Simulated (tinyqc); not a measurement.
Inside a calculation. Method: coherent transport through a tight-binding region between two chains. One step of it, computed by the program tinyqc.

Question. Transmission at E = 0.41 eV. Surface Green function g = (E - i sqrt(4 t^2 - E^2)) / (2 t^2); self-energy tc^2 g on each contact site; G = (E - H - Sigma)^(-1); Gamma = -2 Im Sigma; T = Gamma_L Gamma_R |G_LR|^2; local density of states -Im G_ii / pi.

H of the central region (eV):
```
           1          2          3          4          5          6
1   0.000000  -2.130000   0.000000   0.000000   0.000000   0.000000
2  -2.130000   0.000000  -0.900000   0.000000   0.000000   0.000000
3   0.000000  -0.900000   0.000000  -1.910000   0.000000   0.000000
4   0.000000   0.000000  -1.910000   0.000000  -1.750000   0.000000
5   0.000000   0.000000   0.000000  -1.750000   0.000000  -1.900000
6   0.000000   0.000000   0.000000   0.000000  -1.900000   0.000000
```

Leads: semi-infinite chains with site energy 0:
```
parameter                           value
lead hopping t (eV)              1.900000
coupling to the left lead (eV)   1.050000
coupling to the right lead (eV)  1.320000
left contact site                       1
right contact site                      6
```

E = 0.410000 eV

Give: g; G; local density of states; transmission.

Answer.

g = 0.057-0.523i 1/eV

G (1/eV):
```
               1              2              3              4
1  -0.114-0.056i   0.473+0.040i   0.054+0.114i  -0.235-0.043i
2   0.473+0.040i  -0.066-0.135i   0.022-0.033i   0.026+0.071i
3   0.054+0.114i   0.022-0.033i  -0.139-0.256i   0.543+0.071i
4  -0.235-0.043i   0.026+0.071i   0.543+0.071i  -0.129-0.048i
5  -0.004-0.115i  -0.030+0.020i   0.024+0.262i   0.009-0.066i
6   0.217+0.065i  -0.018-0.069i  -0.505-0.122i   0.117+0.059i

               5              6
1  -0.004-0.115i   0.217+0.065i
2  -0.030+0.020i  -0.018-0.069i
3   0.024+0.262i  -0.505-0.122i
4   0.009-0.066i   0.117+0.059i
5  -0.029-0.271i   0.524+0.119i
6   0.524+0.119i  -0.221-0.080i
```

local density of states (1/eV): 0.018  0.043  0.081  0.015  0.086  0.025

transmission = 0.108
